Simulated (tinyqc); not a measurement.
# MOSFET in saturation, small-signal circuit and noise: effects of single changes

Bias by the inversion coefficient IC = I/Ispec (charge-based model with velocity saturation; weak inversion below 0.1, strong above 10). Common-source circuit: gm, gds, Cgs, Cgd and Cj at the inner nodes, Rg in series with the gate; quasi-static, no source or drain resistance, no gate-body capacitance, no substrate network, no induced gate noise, so fmax is an upper estimate.

Parameters, values chosen for the exercise:
```
symbol  value         unit                                   meaning
T         400            K                               temperature
L         130           nm                               gate length
W           5           um                          total gate width
Cox      2.02      uF/cm^2                          gate capacitance
mu        210   cm^2/(V s)                                  mobility
n         1.4                                           slope factor
Ls         25           nm                velocity-saturation length
sg      0.045                                           ratio gds/gm
Cov      0.35        fF/um   overlap and fringe capacitance per side
Cj       0.65        fF/um                drain junction capacitance
Rsh         5          ohm              sheet resistance of the gate
Wf          4           um                              finger width
Rc        200       ohm um      gate contact and vertical resistance
IC       0.33                                  inversion coefficient
gw       0.06               short-channel excess of the noise factor
Nt       6e16  cm^-3 eV^-1                        oxide trap density
lt        0.1           nm          tunnelling length into the oxide
ac          0        V s/C            Coulomb scattering coefficient
```

Constants: q = 1.602176634e-19 C, kB = 1.380649e-23 J/K, Vt = kB T/q. Results are converted to the units shown.

Each table varies one quantity; the others keep the values above.

## Effect of the total gate width on speed and noise

Ispec = 2 n mu Cox (W/L) Vt^2, lc = Ls/L, gms = [sqrt((lc IC + 1)^2 + 4 IC) - 1]/[2 + lc (lc IC + 1)], gm = gms Ispec/(n Vt), gds = sg gm. qs = [sqrt(1 + 4 IC) - 1]/2, Cgs = Cox W L qs (2 qs + 3)/(3 (qs + 1)^2) + Cov W, Cgd = Cov W, Cd = Cj W, Rg = Rsh (Wf/L)/(12 Nf) + Rc/W with Nf = W/Wf fingers (not rounded) contacted at both ends. fT = gm/(2 pi (Cgs + Cgd)), fmax = fT/(2 sqrt(Rg (gds + 2 pi fT Cgd))). Channel noise Sid = 4 kB T gam n gm with gam = (1/2 + (2/3) qs)/(1 + qs) + gw lc IC, qs = [sqrt(1 + 4 IC) - 1]/2, lc = Ls/L (the last term an empirical rise with velocity saturation); at the gate, white noise Sw = Sid/gm^2 + 4 kB T Rg. Number fluctuation with correlated mobility: S(f) = K/f, K = q^2 Vt lt Nt/(W L Cox^2) (1 + ac mu Cox I/gm)^2, Vt in eV with Nt per eV. Corner fc = K/Sw. IC is held fixed.

The same in every row: fT (GHz) = 7.611; fmax (GHz) = 54.59; fc (MHz) = 0.3403.

Effect of the total gate width on speed and noise:
```
W (um),I (uA),Rg (ohm),sqrt(Sw) (nV/Hz^0.5)
2,7.165,125.6,12.13
4.3,15.40,58.44,8.270
9.3,33.32,27.02,5.623
20,71.65,12.56,3.834
43,154.0,5.844,2.615
93,333.2,2.702,1.778
200,716.5,1.256,1.213
```

What does the comparison show?

As W goes from 2 to 200 um, fT stays at 7.61 GHz, fmax stays at 54.6 GHz, the white noise falls from 12.1 to 1.21 nV/Hz^0.5 and the corner stays at 0.340 MHz. Current, gm and capacitances scale with W and Rg with 1/W, so the frequencies stay while both noise powers fall as 1/W. In every row fmax exceeds 4 fT, where channel resistance and substrate losses, left out here, would cap it.

## Effect of the gate length on speed and noise

Same model as above.

Corner fc = K/Sw. IC is held fixed, and so is sg.

Effect of the gate length on speed and noise:
```
L (nm),I (uA),Rg (ohm),fT (GHz),fmax (GHz),sqrt(Sw) (nV/Hz^0.5),fc (MHz)
20,116.4,106.7,65.20,112.4,3.635,9.848
32,72.77,81.67,41.60,102.3,4.194,4.624
50,46.57,66.67,25.62,88.53,4.984,2.095
79,29.47,56.88,14.77,72.29,6.084,0.8897
130,17.91,50.26,7.611,54.59,7.669,0.3403
200,11.64,46.67,4.065,40.79,9.430,0.1463
320,7.277,44.17,1.939,28.26,11.86,0.05780
500,4.657,42.67,0.9149,19.07,14.78,0.02382
```

As L goes from 20 to 500 nm, fT falls from 65.2 to 0.915 GHz, fmax falls from 112 to 19.1 GHz, the white noise rises from 3.63 to 14.8 nV/Hz^0.5 and the corner falls from 9.85 to 0.0238 MHz. fT goes as L^(-0.96) between the first two rows and L^(-1.68) between the last two; with no overlap and no velocity saturation it would go as 1/L^2. For L = 79 to 500 nm fmax exceeds 4 fT, where channel resistance and substrate losses, left out here, would cap it.

## Effect of the inversion coefficient on speed and noise

Same model as above.

Corner fc = K/Sw. IC is held fixed.

The same in every row: Rg (ohm) = 50.256.

Result of one run:
```
IC,I (uA),fT (GHz),fmax (GHz),sqrt(Sw) (nV/Hz^0.5),fc (MHz)
3,162.83,22.891,91.205,3.9120,1.3080
```

What becomes of these results when the inversion coefficient IC is changed from 3 to 1, all else the same?

Result of the changed run:
```
IC,I (uA),fT (GHz),fmax (GHz),sqrt(Sw) (nV/Hz^0.5),fc (MHz)
1,54.278,13.543,71.379,5.2584,0.72390
```

The whole series:
```
IC,I (uA),fT (GHz),fmax (GHz),sqrt(Sw) (nV/Hz^0.5),fc (MHz)
0.03,1.6283,1.3450,23.526,21.884,0.041797
0.1,5.4278,3.5580,37.952,12.531,0.12748
0.3,16.283,7.2110,53.228,7.9511,0.31661
1,54.278,13.543,71.379,5.2584,0.72390
3,162.83,22.891,91.205,3.9120,1.3080
10,542.78,38.779,117.23,3.1323,2.0402
30,1628.3,56.475,140.56,2.9393,2.3168
```

As IC goes from 0.03 to 30, fT rises from 1.35 to 56.5 GHz, fmax rises from 23.5 to 141 GHz, the white noise falls from 21.9 to 2.94 nV/Hz^0.5 and the corner rises from 0.0418 to 2.32 MHz. For IC = 0.03 to 1 fmax exceeds 4 fT, where channel resistance and substrate losses, left out here, would cap it.

Program tinyqc, `OMP_NUM_THREADS=1 python tinyqc.py 2150116 2150117 out.jsonl`; Intel Xeon 2.30GHz, shared host, one thread, about 0.01 s.
